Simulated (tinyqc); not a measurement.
Ratio and sensitivities against delay: time-domain thermoreflectance: layered heat flow under a modulated pulse train, and what the signal ratio measures. Computed by tinyqc, a small Python program. Command: `OMP_NUM_THREADS=1 python tinyqc.py 3111151 3111152 out.jsonl tdtr walk`. One thread of a shared host (Intel(R) Xeon(R) Processor @ 2.30GHz), about 0.1 s of CPU time with the checks.

Pulses repeat at 80 MHz; heat is laid down at the surface, all layers are isotropic.

Inputs (values chosen for the exercise, modelled on aluminium on 4H-SiC):
```
quantity,value,unit
metal thickness d,110,nm
metal conductivity,190,W/(m K)
metal heat capacity,2.42,MJ/(m^3 K)
boundary conductance G under the metal,110,MW/(m^2 K)
substrate conductivity kappa,308,W/(m K)
substrate heat capacity C,2.24,MJ/(m^3 K)
modulation frequency f,1,MHz
"spot radius w (1/e^2, pump and probe)",3.3,micrometre
```

Stack: metal, substrate.

Method:
- For radial wave number k and angular frequency W each layer has u = sqrt(4 pi^2 k^2 + i W C/kappa) and gamma = kappa u. Surface impedance from below: Z = 1/gamma for the substrate; a layer of thickness L maps Z to (Z + tanh(u L)/gamma)/(1 + gamma Z tanh(u L)); a boundary adds 1/G.
- Response per absorbed watt H(W) = 2 pi int_0^(2/w) Z(k, W) exp(-pi^2 k^2 w^2) k dk by 20 Gauss-Legendre points.
- Signal: X + iY = sum_(m = -M..M) H(2 pi (f + m f_r)) exp(i 2 pi m f_r t) exp(-pi (m/M)^2 x 4), f_r = 80 MHz, M = 4000, with H(-W) the complex conjugate of H(W); V_in = X, V_out = Y, ratio = -V_in/V_out.
- Sensitivity S = ln(ratio'/ratio)/ln(1.01) for a rise of one input by 1 %.

Ratio and sensitivities:
```
t (ps),ratio,S to kappa,S to G,S to d,S to C,S to w
100,27.050,1.0894,0.06681,-0.89399,-0.19325,-1.3815
200,25.629,1.0700,0.03219,-0.87869,-0.19208,-1.3538
400,23.274,1.0356,-0.02996,-0.78341,-0.19109,-1.3050
800,19.544,0.9790,-0.13440,-0.62028,-0.19274,-1.2264
1500,15.013,0.9044,-0.27558,-0.39375,-0.20225,-1.1271
2500,10.977,0.8242,-0.41634,-0.15056,-0.22272,-1.0282
4000,7.545,0.7239,-0.52962,0.09773,-0.25625,-0.9184
```

What follows from these numbers?

The largest sensitivity in size at 100 ps is to w (-1.38). At 400 ps an error of 3 % in d passes on as 2 % in kappa.

Extremes, crossings and ranges named in words are read from the listed rows.
